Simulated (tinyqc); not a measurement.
Linear model of a band gap against the share of exact exchange, step by step. Values are carried at full precision from step to step, so a last printed digit may differ when a step is redone from the rounded ones.

E(alpha) = E0 + S alpha. A wider gap screens less, modelled in the Penn form eps(alpha) = 1 + (e0 - 1)(EP/(EP + S alpha))^2 with a scale EP chosen for the exercise. A dielectric-dependent hybrid takes alpha = 1/eps.

Parameters, chosen for this exercise (of the order of those of AlN; the results hold for these values, not for the real material): E0 = 4.09 eV (gap of the semi-local functional); S = 7.81 eV (slope dE/d(alpha)); e0 = 5.01 (optical dielectric constant at alpha = 0); EP = 22.2 eV (energy scale of the screening); Et = 6.29 eV (target gap); a_start = 0 (starting alpha); fv = 0.66 (share of the opening taken by the valence edge); Ed = 3.64 eV (defect level above the semi-local valence top); cd = 0 (shift of the level per unit opening, on the scale of the mean potential).

## Fixed shares

Gap, error against the target and eps for alpha = 0, 0.25 and 1/e0; and the alpha that meets the target, (Et - E0)/S.

Results:
```
alpha,E (eV),E - Et (eV),eps
0.0000,4.090,-2.200,5.010
0.2500,6.043,-0.247,4.388
0.1996,5.649,-0.641,4.501
```

alpha for the target = 0.2817

A quarter of exact exchange falls short of the target by 0.25 eV: the material needs 0.282, and 1/e0 = 0.200 lies further from it than 0.25 does.

## Self-consistent share

Iterate alpha -> 1/eps(alpha) seven times from a_start. The fixed point solves alpha eps(alpha) = 1; the contraction factor there is 2 (eps - 1) S/((EP + S alpha) eps^2).

Iterates:
```
step,alpha,eps,E (eV)
0,0.00000,5.0100,4.0900
1,0.19960,4.5010,5.6489
2,0.22217,4.4497,5.8252
3,0.22474,4.4439,5.8452
4,0.22503,4.4433,5.8475
5,0.22506,4.4432,5.8477
6,0.22506,4.4432,5.8478
7,0.22506,4.4432,5.8478
```

fixed point = 0.22506
contraction factor = 0.1137

The factor is positive, so the iterates approach from one side, the error shrinking to 0.11 of itself each step; the gap is within 0.01 eV of its limit from step 3. Self-consistency moves the gap by +0.199 eV against the one-shot choice 1/e0, since a wider gap screens less.

## Band edges and a deep level

The opening c = S alpha lowers the valence top by fv c and raises the conduction edge by (1 - fv) c, both against the mean potential; the level moves by cd c. Use the fixed point. Compare with stretching the level in proportion to the gap and with pinning it to either edge.

opening c = 1.758 eV

shifts of the valence and conduction edges (eV): -1.160  0.598

level above the valence top = 4.800 eV
level below the conduction edge = 1.048 eV

level above the valence top: stretched, tied to the valence edge, tied to the conduction edge (eV): 5.204  3.640  5.398

The three recipes err by +0.40, -1.16 and +0.60 eV against alignment through the mean potential. A localised level with cd = 0 stays put while the edges move away from it.

## Checks

- Fixed point by bisection against 60 substitutions: both 0.22506.

Computed by tinyqc, a small Python program: `OMP_NUM_THREADS=1 python tinyqc.py 1881007 1881008 out.jsonl` (the numbers bound the seed that draws the inputs); one thread of a shared host (Intel(R) Xeon(R) Processor @ 2.30GHz), about 0.01 s for the whole set of steps.
